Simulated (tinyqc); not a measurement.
Resistance of a tapered via with liner, size effect and interface: two steps of the calculation.

A round via whose diameter grows from db at the bottom as D(z) = db + 2 z/tan(ang). The fill, of diameter D - 2 tl, starts above the bottom liner (thickness fb tl) and has rho = rho0 (1 + ks lam/(D - 2 tl)); the sidewall liner conducts in parallel with it. The bottom liner and the interface are crossed over the full area pi db^2/4. Spreading in the lines above and below is left out.

Parameters, values chosen for the exercise; fill metal close to molybdenum: diameter at the bottom db = 11 nm; height hv = 20 nm; sidewall angle ang = 86 degrees; bulk resistivity of the fill rho0 = 5.27 uohm cm; mean free path of the fill lam = 11.5 nm; size-effect factor ks = 1.5; liner on the sidewall tl = 0.1 nm; liner at the bottom over that on the sidewall fb = 0.5; resistivity of the liner rl = 310 uohm cm; interface resistivity at the bottom ri = 2.4e-12 ohm cm^2; ballistic conductance per area, about 3/(4 rho0 lam) Sb = 1.3e15 S/m^2.

Task 1. Slices of the via. Slices between z0 = fb tl and hv, evaluated at their midpoints: conductance per length pi/4 [(D - 2 tl)^2/rho + (D^2 - (D - 2 tl)^2)/rl], slice resistance = slice height over that. 10 slices.

Give: z; D; rho; slice resistance.

Result 1.

| slice | z (nm) | D (nm) | rho (uohm cm) | slice resistance (ohm) |
|---|---|---|---|---|
| 0 | 1.0475 | 11.146 | 13.575 | 2.8730 |
| 1 | 3.0425 | 11.426 | 13.368 | 2.6906 |
| 2 | 5.0375 | 11.705 | 13.172 | 2.5242 |
| 3 | 7.0325 | 11.984 | 12.985 | 2.3720 |
| 4 | 9.0275 | 12.263 | 12.806 | 2.2326 |
| 5 | 11.023 | 12.542 | 12.636 | 2.1045 |
| 6 | 13.018 | 12.821 | 12.473 | 1.9866 |
| 7 | 15.012 | 13.100 | 12.317 | 1.8779 |
| 8 | 17.008 | 13.379 | 12.168 | 1.7775 |
| 9 | 19.003 | 13.658 | 12.025 | 1.6846 |

Task 2. Total resistance. R_fill = sum of the slices; R_bottom = rl fb tl/(pi db^2/4); R_interface = ri/(pi db^2/4); ballistic (Sharvin) limit 1/(Sb pi (db - 2 tl)^2/4); ideal cylinder rho0 hv/(pi db^2/4).

| slice | slice resistance (ohm) |
|---|---|
| 0 | 2.8729802 |
| 1 | 2.6905723 |
| 2 | 2.5241681 |
| 3 | 2.3720063 |
| 4 | 2.2325562 |
| 5 | 2.1044831 |
| 6 | 1.9866192 |
| 7 | 1.8779398 |
| 8 | 1.7775429 |
| 9 | 1.6846322 |

Wanted: parts; R; shares; ballistic limit; ideal cylinder.

Result 2.

parts (ohm): fill 22.124, bottom liner 1.6310, interface 2.5254
R = 26.280 ohm
shares (%): fill 84.184, bottom liner 6.206, interface 9.610
ballistic limit = 8.3969 ohm
ideal cylinder = 11.091 ohm

The fill is the largest part, and R is 2.37 times the ideal cylinder. With 2000 slices R = 26.285 ohm.

Program tinyqc, `OMP_NUM_THREADS=1 python tinyqc.py 2750123 2750124 out.jsonl`; Intel Xeon 2.30GHz, shared host, one thread, about 0.01 s.
